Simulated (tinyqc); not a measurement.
Rectangular fin or nanosheet with a gate all round, subbands and threshold shift from confinement: two steps of the calculation.

Undoped body with a flat potential across it, hard walls, transport along x. One isotropic valley (g = 1, mx = my = mz = me). Non-parabolicity enters the subband edges through E (1 + al E) = gamma, so E = 2 gamma/(1 + sqrt(1 + 4 al gamma)); motion within a subband is taken as parabolic with the band-edge mass. Energies are counted from the bulk band edge.

Values chosen for this exercise; masses close to those of InAs:
```
symbol   value  unit                                                meaning
T           77     K                                            temperature
me      0.0229    m0                                  mass at the band edge
al         2.7  1/eV                                       non-parabolicity
t         10.7    nm                                        width (along y)
dl         0.2    nm  widening of the box by penetration into the insulator
H         42.8    nm                                       height (along z)
```

Constants: q = 1.602176634e-19 C, kB = 1.380649e-23 J/K, hbar = 1.054571817e-34 J s, m0 = 9.1093837015e-31 kg, Vt = kB T/q, hbar^2/(2 m0) = 0.0380998212 eV nm^2. Results are converted to the units shown.

Task 1. Lowest subbands. gamma = C pi^2 [a^2/(my (t + dl)^2) + b^2/(mz (H + dl)^2)], C = hbar^2/(2 m0). List the 5 lowest, labelled by quantum numbers, with degeneracy g and N_k: N_k = g sqrt(2 mx m0 kB T/(pi hbar^2)).

Wanted: E_k; g; N_k.

Result 1.

| subband | E_k (eV) | g | N_k (cm^-1) |
|---|---|---|---|
| 1,1 | 0.11276 | 1 | 3.5630e5 |
| 1,2 | 0.12888 | 1 | 3.5630e5 |
| 1,3 | 0.15406 | 1 | 3.5630e5 |
| 1,4 | 0.18644 | 1 | 3.5630e5 |
| 1,5 | 0.22434 | 1 | 3.5630e5 |

Task 2. Threshold shift. Each subband has N_k = g sqrt(2 mx m0 kB T/(pi hbar^2)); without degeneracy n = exp(EF/Vt) sum N_k exp(-E_k/Vt). Classical value Nc times t H, Nc = sum over valleys of 2 g (m m0 kB T/(2 pi hbar^2))^1.5 with m = (mx my mz)^(1/3). Threshold shift dVT = Vt ln(classical value/sum N_k exp(-E_k/Vt)). Use the subbands listed.

| subband | E_k (eV) | N_k (cm^-1) |
|---|---|---|
| 1,1 | 0.11275943 | 3.5629780e5 |
| 1,2 | 0.12888249 | 3.5629780e5 |
| 1,3 | 0.15405568 | 3.5629780e5 |
| 1,4 | 0.18644442 | 3.5629780e5 |
| 1,5 | 0.22434028 | 3.5629780e5 |

Give: shares; sum N_k exp(-E_k/Vt); Nc; classical value; dVT.

Result 2.

shares, subband 1,1 to 1,5 (%): [91.739, 8.077, 0.182, 0.001, 0.000]
sum N_k exp(-E_k/Vt) = 0.016180 cm^-1
Nc = 1.1308e16 cm^-3
classical value = 51785 cm^-1
dVT = 99.390 mV

Range of the model: Non-parabolicity also makes carriers heavier within each subband, which is left out, so densities of states are understated at high energy.

Computed by the program tinyqc: `OMP_NUM_THREADS=1 python tinyqc.py 2350059 2350060 out.jsonl`, one thread of a shared Intel Xeon 2.30GHz, about 0.08 s for the whole run.
